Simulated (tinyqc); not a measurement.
Tight binding, honeycomb lattice, step by step. Computed by tinyqc, a small Python program that keeps every step. Settings: t1 = 2.37, t2 = 0, phi = 1.57, delta = 0.22, points = 7. Command: `OMP_NUM_THREADS=1 python tinyqc.py 25955 25956 out.jsonl` (the two numbers bound the seeds that draw the settings). One thread of a shared host (Intel(R) Xeon(R) Processor @ 2.60GHz), about 0.01 s of CPU time with the checks.

## Bloch Hamiltonian at k

Parameters chosen for this model:
```
parameter     value                        unit
t1         2.370000                 eV, nearest
t2                0       eV, second neighbours
phi        1.570000  rad, phase of t2 (Haldane)
delta      0.220000          eV, +/- on A and B
```

k point k (fractions of the reciprocal vectors): 0.130000  0.100000

H_AB = -t1 (1 + exp(-i k.a1) + exp(-i k.a2)); H_AA = delta - 2 t2 sum cos(k.b + phi), H_BB = -delta - 2 t2 sum cos(k.b - phi), b = a1, a2 - a1, -a2.

H(k) at k (eV):
```
                     A                    B
A             0.220000  -5.909747+3.120707i
B  -5.909747-3.120707i            -0.220000
```

## Levels at k

Diagonalise the Hermitian matrix.

eigenvalues (eV): -6.686727  6.686727

weights |c|^2 of the basis functions:
```
     band 1    band 2
A  0.483550  0.516450
B  0.516450  0.483550
```

## Bloch Hamiltonian at K

k point K (fractions of the reciprocal vectors): 0.333333  0.666667

As before.

H(k) at K (eV):
```
          A          B
A  0.220000   0.000000
B  0.000000  -0.220000
```

## Levels at K

As before.

eigenvalues (eV): -0.220000  0.220000

weights |c|^2 of the basis functions:
```
     band 1    band 2
A  0.000000  1.000000
B  1.000000  0.000000
```

## Bands along a path

The same steps at evenly spaced points between the labelled ones.

Bands along the path (eV):
```
k             band 1    band 2
G          -7.113403  7.113403
G-K 0.25   -6.478697  6.478697
G-K 0.50   -4.745103  4.745103
G-K 0.75   -2.380189  2.380189
K          -0.220000  0.220000
K-M 0.25   -1.006036  1.006036
K-M 0.50   -1.748853  1.748853
K-M 0.75   -2.219419  2.219419
M          -2.380189  2.380189
M-K' 0.25  -2.219419  2.219419
M-K' 0.50  -1.748853  1.748853
M-K' 0.75  -1.006036  1.006036
K'         -0.220000  0.220000
```

With 1 band(s) filled, the highest filled level on these points lies at K and the lowest empty one at K: a gap of 0.4400 eV, direct.

## Chern number of the lower band

On a 7 x 7 mesh, the phase of the product of overlaps around each plaquette (k1 then k2); the sum over 2 pi is an integer.

plaquette phases (rad):
```
           1          2          3          4          5          6          7
1   0.000000  -0.002043  -0.008275  -0.014018   0.008698   0.004201   0.001509
2   0.002043   0.000000  -0.005788  -0.054984  -0.073456   0.008523   0.004201
3   0.008275   0.005788   0.000000  -0.052322  -2.511118  -0.073456   0.008698
4   0.014018   0.054984   0.052322   0.000000  -0.052322  -0.054984  -0.014018
5  -0.008698   0.073456   2.511118   0.052322   0.000000  -0.005788  -0.008275
6  -0.004201  -0.008523   0.073456   0.054984   0.005788   0.000000  -0.002043
7  -0.001509  -0.004201  -0.008698   0.014018   0.008275   0.002043   0.000000
```

Chern number = 0.000000
